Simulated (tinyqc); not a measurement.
Strength of the heavy-light coupling: shallow acceptor in the spherical four-band model.

The ground state 1S3/2 has an L = 0 part f(r) and an L = 2 part g(r). In units of Ry* and a*, with Gaussians f_i = exp(-a_i r^2), g_i = r^2 exp(-a_i r^2), A = a_i + a_j and I(n) = Gamma((n + 1)/2)/(2 A^((n + 1)/2)): S_ff = I(2), S_gg = I(6), H_ff = (6 a_i a_j/A) I(2) - 2 I(1), H_gg = (14 a_i a_j/A) I(6) - 2 I(5), H_fg = -mu [15 I(2) - 20 a_j I(4) + 4 a_j^2 I(6)]; each function is then normalised. The split-off band is left out.

Converged values use 22 exponents 2.2^i, i = -7 to 14, for f and for g.

Values chosen for the exercise (out of a larger set: near those of a shallow acceptor in GaSb; not measured data): mus = (0.06, 0.38, 0.52, 0.67, 0.76, 0.84, 0.88) (couplings).

Ry* = 4.3525 meV

Converged values in Ry* and a*; the heavy-mass hydrogen model gives 1/(1 - mu).

Results:

| mu | binding (Ry*) | 1/(1 - mu) | ratio | L = 2 weight | <r> (a*) | binding (meV) |
|---|---|---|---|---|---|---|
| 0.06 | 1.003 | 1.064 | 0.943 | 0.002 | 1.496 | 4.4 |
| 0.38 | 1.151 | 1.613 | 0.714 | 0.062 | 1.331 | 5.0 |
| 0.52 | 1.332 | 2.083 | 0.639 | 0.119 | 1.174 | 5.8 |
| 0.67 | 1.727 | 3.030 | 0.570 | 0.203 | 0.933 | 7.5 |
| 0.84 | 3.126 | 6.250 | 0.500 | 0.332 | 0.541 | 13.6 |
| 0.88 | 4.038 | 8.333 | 0.485 | 0.369 | 0.425 | 17.6 |

Give the missing row, mu = 0.76.

Computed row:
```
mu    binding (Ry*)  1/(1 - mu)  ratio  L = 2 weight  <r> (a*)  binding (meV)
0.76          2.217       4.167  0.532         0.267     0.744            9.7
```

The binding starts as 1 + O(mu^2), 1.003 at mu = 0.06, since the coupling enters in second order, and reaches 4.04 at mu = 0.88. The ratio to the heavy-mass model falls from 0.94 to 0.48, towards about 0.44 as mu goes to 1: the bound hole is only partly heavy. The L = 2 weight grows to 0.37 and the radius shrinks by a factor 3.5.

Computed by tinyqc, a small Python program: `OMP_NUM_THREADS=1 python tinyqc.py 1250124 1250125 out.jsonl` (the numbers bound the seed that draws the inputs); one thread of a shared host (Intel(R) Xeon(R) Processor @ 2.30GHz), about 0.05 s for the whole set of steps.
